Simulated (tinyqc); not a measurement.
BHZ model on a square lattice (one spin block): sweeps and comparisons. A value that a table varies takes the place of the one given here.

h(k) = e0 + d.s with s the Pauli matrices in the basis (E, H), k in units of 1/a: dx = (A/a) sin kx, dy = (A/a) sin ky, dz = M - (2B/a^2)(2 - cos kx - cos ky), e0 = -(2D/a^2)(2 - cos kx - cos ky). The other spin block is h*(-k). For small k this is the continuum model with dz = M - B k^2.

Ribbon along x with N rows: cos ky and sin ky become hoppings between rows, block (A/a) sy/(2i) + (B/a^2) sz + D/a^2 from row n to n + 1, and the rows end at hard walls; width (N + 1) a.

Values chosen for the exercise (of the size used for HgTe wells; not measured data):
```
symbol  value          unit           meaning
A       3.42           eV angstrom
B       -64.1          eV angstrom^2
D       -51.4          eV angstrom^2
M       -0.0233        eV             mass term
a       25             angstrom       grid spacing
k       (-0.58, 0.36)  1/a            wave vector
```

## Gap of the edge states against width

penetration = 233.90 angstrom
E at kx = 0 = 18.6836 meV

The two middle levels of the ribbon at kx = 0. The continuum edge state has E = -D M/B and penetration 1/Re(l1), l1 = F - sqrt(F^2 - M/B), F = |A|/(2 sqrt(B^2 - D^2)).

Edge levels:
```
N,width (nm),lower (meV),upper (meV),gap (meV)
6,17.5,9.580,54.305,44.7243
10,27.5,13.806,32.994,19.1876
14,37.5,15.728,25.652,9.9246
20,52.5,17.150,21.483,4.3327
28,72.5,18.003,19.658,1.6550
40,102.5,18.481,18.920,0.4390
56,142.5,18.645,18.724,0.0790
```

What can be read from the table?

The two edges of one spin block overlap and open a gap, 44.72 meV at 18 nm and 0.0790 meV at 142 nm, against a bulk gap 2|M| = 46.6 meV at Gamma and a penetration of 23.4 nm. Between the last two widths the gap falls as exp(-W/23.3 nm). The mean of the pair in the widest ribbon is 18.684 meV, against 18.684 for the continuum edge.

## Through the transition

M is varied. Direct gap at Gamma 2|M|; smallest direct gap on kx = 0 to 1 in steps of 0.01; nu = 1 for M/B > 0, else 0; middle gap of a ribbon of 40 rows at kx = 0 (block (A/a) sy/(2i) + (B/a^2) sz + D/a^2 between rows, hard walls).

Against M (meV):
```
M,2|M|,smallest direct gap,nu,ribbon gap
-40,80.0,80.00,1,0.025
-25,50.0,50.00,1,0.336
-15,30.0,30.00,1,1.493
-8,16.0,16.00,1,3.922
-3,6.0,6.00,1,7.580
3,6.0,6.00,0,14.906
8,16.0,16.00,0,22.829
15,30.0,30.00,0,35.249
30,60.0,60.00,0,63.735
```

How do the results move?

With B < 0, negative M is inverted. There edge states cross the bulk gap: the ribbon gap is 0.336 against 50.0 meV at M = -25 meV, and 7.580 against 6.0 at -3 meV, where the edge states overlap across the whole ribbon and confinement rules, while for positive M confinement raises it above 2|M| (35.25 against 30 meV at M = 15 meV). The smallest direct gap stays at Gamma on all rows.

## What each parameter does

Levels at k and dz there. Each row changes one parameter from the base and keeps the others.

Results:
```
case,lower (meV),upper (meV),dz (meV)
base,-54.699,129.584,23.394
A = 3.762 eV angstrom,-63.345,138.230,23.394
B = -70.51 eV angstrom^2,-55.994,130.879,28.063
D = -41.12 eV angstrom^2,-62.188,122.096,23.394
M = -0.0183 eV,-56.094,130.979,28.394
a = 27 angstrom,-52.099,116.301,16.732
```

What does this show?

The largest shifts from the base row, up to three for each result and ties (the steps differ in size, so this ranks the rows, not the parameters). lower (meV): A -8.646, D -7.488, a +2.600. upper (meV): a -13.283, A +8.646, D -7.488. dz (meV): a -6.661, M +5.000, B +4.669; unchanged at the printed digits by A and D. D shifts both levels alike and leaves the states, so it cannot change the topology while the gap stays open.

tinyqc: `OMP_NUM_THREADS=1 python tinyqc.py 1480034 1480035 out.jsonl`; about 0.1 s, one thread, shared Intel(R) Xeon(R) Processor @ 2.30GHz.
